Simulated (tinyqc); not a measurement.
Strained Delta valleys, repopulation and conductivity mass: one step of the calculation.

A cubic crystal with three pairs of conduction valleys along x, y and z under uniaxial stress X along [110] (X > 0 is tension); current along [110]. Non-degenerate electrons, fixed total density, one relaxation time for all valleys and stresses, masses unchanged by strain, so the mobility goes as the mean inverse mass.

Task. Valley shifts and shares. Valley shift dE = Xu (n.e.n - trace(e)/3) with n the valley axis; share f proportional to exp(-dE/Vt).

Inputs (values chosen for the exercise): temperature T = 325 K; shear deformation potential Xu = 9.06 eV.

Constants: q = 1.602176634e-19 C, kB = 1.380649e-23 J/K, Vt = kB T/q. Results are converted to the units shown.

strain (%):
```
	x	y	z
x	0.028178500	0.030555000	0.000000000
y	0.030555000	0.028178500	0.000000000
z	0.000000000	0.000000000	-0.020273000
```

Wanted: dE; share f.

Result.

```
valley	dE (meV)	share f
x	1.463	0.3155
y	1.463	0.3155
z	-2.926	0.3690
```

The splitting is 4.39 meV, 0.16 Vt.

Range of the model: Shear strain also changes the transverse masses of these valleys, which is left out.

Program tinyqc, `OMP_NUM_THREADS=1 python tinyqc.py 2530086 2530087 out.jsonl`; Intel Xeon 2.30GHz, shared host, one thread, about 0.01 s.
